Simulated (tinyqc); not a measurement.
# Thin-film resistivity, exact integral against the thick limit

Fuchs-Sondheimer for a film of thickness d, k = d/lam: rho0/rho = 1 - (3 (1 - ps)/(2 k)) int_1^infinity (t^-3 - t^-5)(1 - exp(-k t))/(1 - ps exp(-k t)) dt; thick limit rho/rho0 = 1 + 3 (1 - ps)/(8 k).

Parameters, values chosen for the exercise; metal values close to those of cobalt: bulk resistivity rho0 = 6.18 uohm cm; bulk mean free path lam = 12.1 nm; specular share of surface scattering ps = 0.1.

Thin-film resistivity, exact integral against the thick limit:
```
d (nm)	k	rho/rho0, exact	thick limit	error of the limit (%)	rho (uohm cm)
0.6	0.04959	6.865	7.806	13.7	42.43
1.2	0.09917	4.308	4.403	2.20	26.63
2.3	0.1901	2.908	2.776	-4.55	17.97
4.4	0.3636	2.076	1.928	-7.10	12.83
8.6	0.7107	1.571	1.475	-6.14	9.711
17	1.405	1.285	1.240	-3.49	7.942
32	2.645	1.144	1.128	-1.44	7.071
62	5.124	1.070	1.066	-0.430	6.616
120	9.917	1.035	1.034	-0.116	6.398
```

rho/rho0 falls from 6.87 to 1.04. The error of the thick limit goes from 14 through a minimum of -7.1 (at d = 4.4 nm among the rows listed) to -0.12 %; it stays within 5 % for k of 1.405 and above among the rows listed. The change of sign at small k is a crossing of two different laws, not agreement.

Computed by the program tinyqc: `OMP_NUM_THREADS=1 python tinyqc.py 2100037 2100038 out.jsonl`, one thread of a shared Intel Xeon 2.30GHz, about 0.01 s for the whole run.
